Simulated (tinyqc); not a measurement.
Conversion gain and read noise from the photon-transfer curve.

Question. Temporal variance = CG x mean output + vn^2 (dark signal removed), CG = q As/Cf. Find CG, vn, the read noise in electrons and Cf.

Parameters, values chosen for the exercise:
- As = 0.83 (source-follower gain)

Constants: q = 1.602176634e-19 C. Results are converted to the units shown.

temporal variance at mean outputs of 76 and 460 mV (mV^2): 15.55523201  94.11611459

Answer. Poisson statistics make the slope equal to CG; the intercept is vn^2.

CG = 205 uV/electron
vn = 82.0 uV
read noise = 0.401 electrons
Cf = 0.650 fF

tinyqc, about 0.01 s, one thread, Intel Xeon 2.30GHz (shared host): `OMP_NUM_THREADS=1 python tinyqc.py 2630124 2630125 out.jsonl`
